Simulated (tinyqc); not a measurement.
Donor binding, ionisation and the Mott limit: Freeze-out.

Hydrogenic donor: Ry = (m0 q^3/(8 eps0^2 h^2)) me/eps_r^2 in eV, E0 = cc Ry, radius a = q/(8 pi eps0 eps_r E0), Mott density Nm = (0.26/a)^3. Below Nm the level sinks as Ed = E0 [1 - (N/Nm)^(1/3)]. Neutrality: Nc F12(eta) = N/(1 + 2 exp(eta + Ed/kB T)), F12(x) = (2/sqrt(pi)) int_0^infinity sqrt(u)/(1 + exp(u - x)) du.

Nc is given at 200 K and scales as T^1.5.

Values chosen for this exercise; band and dielectric values close to those of silicon:

| symbol | value | unit | meaning |
|---|---|---|---|
| eps_r | 11.9 |  | relative permittivity |
| me | 0.257 | m0 | mass in the hydrogenic formula, set independently of Nc |
| Nc | 1.52e19 | cm^-3 | conduction-band density of states at 200 K |
| cc | 1.9 |  | ratio of the true binding energy to the hydrogenic one |
| N | 1.6e17 | cm^-3 | donor density |

Constants: q = 1.602176634e-19 C, kB = 1.380649e-23 J/K, eps0 = 8.8541878128e-12 F/m, h = 6.62607015e-34 J s, m0 = 9.1093837015e-31 kg, Vt = kB T/q. Results are converted to the units shown.

Freeze-out:
```
T (K)      eta  n (cm^-3)  ionised (%)  ln(n/T^0.75)
30     -7.8322  3.5031e14      0.21895        30.939
45     -5.9382  4.2737e15       2.6711        33.136
60     -5.0853  1.5419e16       9.6366        34.204
80     -4.5643  3.9909e16       24.943        34.939
110    -4.3337  8.0959e16       50.599        35.407
150    -4.4135  1.1908e17       74.424        35.561
220    -4.7905  1.4527e17       90.796        35.472
300    -5.2008  1.5362e17       96.013        35.295
400    -5.6119  1.5690e17       98.062        35.101
```

The ionised share rises from 0.219 to 98.1 %. Between the first two rows ln(n/T^0.75) has the slope -17.0 meV against q/kB T; deep freeze-out without compensation gives -Ed/2 = -17.1 meV.

Range of the model: A sharp level with degeneracy 2 overstates freeze-out near Nm, where the impurity band broadens and merges with the conduction band.

tinyqc, about 0.01 s, one thread, Intel Xeon 2.30GHz (shared host): `OMP_NUM_THREADS=1 python tinyqc.py 2330084 2330085 out.jsonl`
